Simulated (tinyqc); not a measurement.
Worked calculation: quasiparticle equation with a plasmon-pole self-energy for two band edges. Values are carried at full precision from step to step, so a last printed digit may differ when a step is redone from the rounded ones.

For each edge E = e + X + Sc(E), with the correlation part Sc(E) = A[0]/(E - a + w) + A[1]/(E - b - w); a and b are the valence and conduction energies that enter the Green function (a = ev, b = ec in the one-shot scheme). Z = 1/(1 - dSc/dE), dSc/dE = -A[0]/(E - a + w)^2 - A[1]/(E - b - w)^2.

Parameters, chosen for this exercise (scales of the order of those of Ge; the results hold for these values, not for the real material): ev = 0 eV (mean-field valence top); ec = 0.1 eV (mean-field conduction edge); w = 13.2 eV (pole energy); Av = (28.3, 13.9) eV^2 (weights of the valence state on the hole and electron poles); Ac = (15.3, 30.6) eV^2 (the same for the conduction state); Xv = -1.53 eV (exchange minus the mean-field potential, valence); Xc = 1.47 eV (the same, conduction).

## Linearised one-shot correction

Evaluate Sc and its slope at the mean-field energy; E = e + Z (X + Sc).

Terms:
```
edge        Sc (eV)   dSc/dE       Z  X + Sc (eV)   E (eV)
valence      1.0988  -0.2410  0.8058      -0.4312  -0.3474
conduction  -1.1678  -0.2621  0.7923       0.3022   0.3394
```

gap = 0.6869 eV
gap with Z = 1 = 0.8334 eV

The gap opens by 0.587 eV, 59 % of it by lowering the valence top. Setting Z = 1 would overshoot by 0.146 eV. X and Sc have opposite signs and are each larger than the sum they leave, so both must be converged well.

## Solving the equation for the conduction edge

Newton steps on f(E) = E - ec - Xc - Sc(E) from E = ec; the first step is the linearised result.

Iterates:
```
step   E (eV)   Sc (eV)     f (eV)
0     0.10000  -1.16781  -0.302194
1     0.33943  -1.23098   0.000411
2     0.33911  -1.23089   0.000000
3     0.33911  -1.23089   0.000000
```

The linearisation errs by +0.3 meV, as the shift is only 0.018 of the pole energy.

## All solutions for the valence state

Multiplying out gives a cubic; give its three roots and their weights Z.

roots (eV): -15.326  -0.347  14.243

weights: 0.1374  0.8026  0.0600

The weights add up to 1. The satellite below lies 14.98 eV from the main peak, 13 % more than w: this scheme places plasmon satellites too far out, and gives one where a cumulant form gives a series.

## Updating the energies in the Green function

Solve both equations exactly, put the results in place of a and b, and repeat five times; w is kept.

Cycles (eV):
```
cycle       Ev      Ec     gap
1      -0.3468  0.3391  0.6859
2      -0.3794  0.3507  0.7301
3      -0.3830  0.3503  0.7333
4      -0.3836  0.3500  0.7335
5      -0.3836  0.3499  0.7335
```

The update moves the gap by +48 meV from the one-shot value; each cycle shrinks the change to about 0.07 of the one before.

## Checks

- Sum of the weights of the three roots: both 1.000000.
- Newton result against the root by bisection (eV): both 0.33911.

Run: tinyqc, `OMP_NUM_THREADS=1 python tinyqc.py 1881055 1881056 out.jsonl`; Intel(R) Xeon(R) Processor @ 2.30GHz, one thread, shared host; about 0.02 s of CPU time with all checks.
